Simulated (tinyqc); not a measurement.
Against voltage: leakage through a gate insulator: direct, Fowler-Nordheim, trap-assisted and Poole-Frenkel currents. Computed by tinyqc, a small Python program. Command: `OMP_NUM_THREADS=1 python tinyqc.py 3014639 3014640 out.jsonl oxideleak walk`. One thread of a shared host (Intel(R) Xeon(R) Processor @ 2.30GHz), about 0.01 s of CPU time with the checks.

Electrons enter from the cathode Fermi level at x = 0; the conduction band of the insulator lies phi_b - e F x above it, F = V/t. WKB exponents use a parabolic band with mass m.

Inputs (values chosen for the exercise, with an insulator like Al2O3):
```
quantity,value,unit
thickness t,4.6,nm
barrier phi_b,2.17,eV
tunnelling mass m,0.32,m_0
static constant eps_ox,8.83,-
trap depth phi_t,1.3,eV
trap density N_t,2.8e+17,cm^-3
attempt rate nu_0,2e+13,1/s
activation of capture E_a,0.19,eV
temperature T,400,K
```

Constants: e = 1.602176634e-19 C; hbar = 1.054571817e-34 J s; hbar^2/(2 m_0) = 3.80998212 eV angstrom^2; k_B = 8.617333262e-05 eV/K.

Method:
- For a level a distance phi(x) below the band, the WKB exponent is 2 int kappa dx with kappa = sqrt(m phi/(hbar^2/2m_0)); for a linear barrier from phi_1 down to phi_2 = max(phi_1 - e F d, 0) it is G = (4/3) sqrt(m/(hbar^2/2m_0)) (phi_1^(3/2) - phi_2^(3/2))/(e F).
- J_tun = e^3 F^2/(16 pi^2 hbar m phi_b) x exp(-G) / [1 - sqrt(phi_2/phi_b)]^2 with the free-electron mass in the cathode (m in m_0), phi_2 = max(phi_b - e V, 0): direct tunnelling for e V < phi_b, Fowler-Nordheim above. Image forces, back-flow and the limit on supply are left out, so J_tun is overstated below about 0.5 V.
- A trap at depth x lies phi_t below the band. Capture: tunnel at the cathode Fermi level from 0 to x (G_in from phi_1 = phi_b), rate nu_0 exp(-G_in - E_c/k_B T) with E_c = E_a + max(phi_b - phi_t - e F x, 0), the last term being the height of the trap above the cathode Fermi level. Emission: tunnel from the trap level to the anode (G_out from phi_1 = phi_t over t - x), rate nu_0 exp(-G_out - E_a/k_B T). Re-emission to the cathode follows from detailed balance, rate_back = rate_in exp(dE/k_B T) with dE = phi_b - phi_t - e F x. Each trap passes R = rate_in rate_out/(rate_in + rate_back + rate_out) electrons per second; filling from the anode is left out.
- J_TAT = e N_t int_0^t R dx by the midpoint rule on 400 intervals; the most effective depth is the midpoint with the largest R, rounded to 0.01 nm.

Currents:
```
V (V),F (MV/cm),J_tun (A/cm^2),J_TAT (A/cm^2),best depth (nm)
0.55,1.196,2.0351e-08,7.8981e-14,2.02
1.12,2.435,3.4324e-07,9.2411e-10,3.57
1.68,3.652,8.3003e-06,1.8231e-06,2.39
2.24,4.870,5.0698e-04,1.0279e-04,1.79
2.81,6.109,1.3694e-01,1.3796e-03,1.43
3.37,7.326,5.6709e+00,7.6218e-03,1.19
3.93,8.543,8.5226e+01,2.6287e-02,1.03
4.50,9.783,6.9751e+02,6.9072e-02,0.90
5.06,11.000,3.5671e+03,1.4868e-01,0.81
```

Tunnelling without traps rules in every row. Over the range J_tun grows by 11.2 decades and J_TAT by 12.3. The highest rows may lie beyond breakdown.

Extremes, crossings and ranges named in words are read from the listed rows.
